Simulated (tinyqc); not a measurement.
Worked calculation: RKS/BP86 in the sto-3g basis, for Li-, spin multiplicity 1. The basis has no diffuse functions, so it cannot describe the extra electron: this is an exercise in the method, not the real anion. One step of it, computed by the program tinyqc.

Question. Orthogonalisation. S = U s U^T; symmetric (Loewdin) form X = U s^(-1/2) U^T, so that X^T S X = 1.

overlap S, lower triangle:
```
           1Li 1s    1Li 2s   1Li 2px   1Li 2py   1Li 2pz
1Li 1s   1.000000
1Li 2s   0.241137  1.000000
1Li 2px  0.000000  0.000000  1.000000
1Li 2py  0.000000  0.000000  0.000000  1.000000
1Li 2pz  0.000000  0.000000  0.000000  0.000000  1.000000
```

Give: eigenvalues of S; X.

Answer.

eigenvalues of S: 0.7589  1.0000  1.0000  1.0000  1.2411

X, lower triangle:
```
          1Li 1s  1Li 2s  1Li 2px  1Li 2py  1Li 2pz
1Li 1s    1.0228
1Li 2s   -0.1252  1.0228
1Li 2px   0.0000  0.0000   1.0000
1Li 2py   0.0000  0.0000   0.0000   1.0000
1Li 2pz   0.0000  0.0000   0.0000   0.0000   1.0000
```
